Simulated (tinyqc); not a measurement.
The square root of alpha at three temperatures: phonon-assisted absorption at an indirect gap.

alpha(E) = sum_j A_j [N_j (E - Eg + w_j)^2 + (N_j + 1)(E - Eg - w_j)^2], each bracket counted only where its base is positive; N_j = 1/(exp(w_j/kB T) - 1). The first term absorbs a phonon and the second emits one; excitons and direct transitions are left out.

Constants: kB = 8.617333262e-05 eV/K.

Parameters, chosen for this exercise (out of a larger set: loosely those of Si at room temperature; Eg is not tied to T; not measured data):
- Eg = 1.098 eV (indirect gap, held fixed unless listed)
- w = (57.3, 18.9) meV (two zone-edge phonons)
- A = (3200, 440) 1/(cm eV^2) (their strengths)

The gap is held fixed, so only the phonon occupations change.

sqrt(alpha) (1/cm^(1/2)):

| E - Eg (eV) | 77 K | 450 K | 600 K |
|---|---|---|---|
| -0.04 | 0.013 | 0.532 | 0.687 |
| -0.02 | 0.028 | 1.147 | 1.481 |
| 0.00 | 0.107 | 1.832 | 2.353 |
| 0.02 | 0.212 | 2.591 | 3.307 |
| 0.04 | 0.554 | 3.449 | 4.362 |
| 0.07 | 1.400 | 4.951 | 6.161 |
| 0.10 | 3.050 | 6.955 | 8.443 |
| 0.15 | 6.027 | 10.764 | 12.727 |
| 0.20 | 9.046 | 14.766 | 17.222 |
| 0.30 | 15.108 | 22.942 | 26.414 |
| 0.45 | 24.217 | 35.339 | 40.359 |
| 0.60 | 33.331 | 47.784 | 54.365 |

How do the results move, and what explains it?

Below the gap only phonon absorption acts: at E - Eg = -0.02 eV sqrt(alpha) is 0.028, 1.147 and 1.481 at 77, 450 and 600 K. A straight line through the last two rows meets the axis at E - Eg = +0.0514, +0.0241 and +0.0178 eV: the intercept is roughly a weighted mean of the thresholds, not the gap, and it moves from the emission side towards Eg as the occupations grow. At the last row alpha grows by a factor 2.66 from the lowest to the highest temperature at fixed gap.

Computed by tinyqc, a small Python program: `OMP_NUM_THREADS=1 python tinyqc.py 1681910 1681911 out.jsonl` (the numbers bound the seed that draws the inputs); one thread of a shared host (Intel(R) Xeon(R) Processor @ 2.30GHz), about 0.01 s for the whole set of steps.
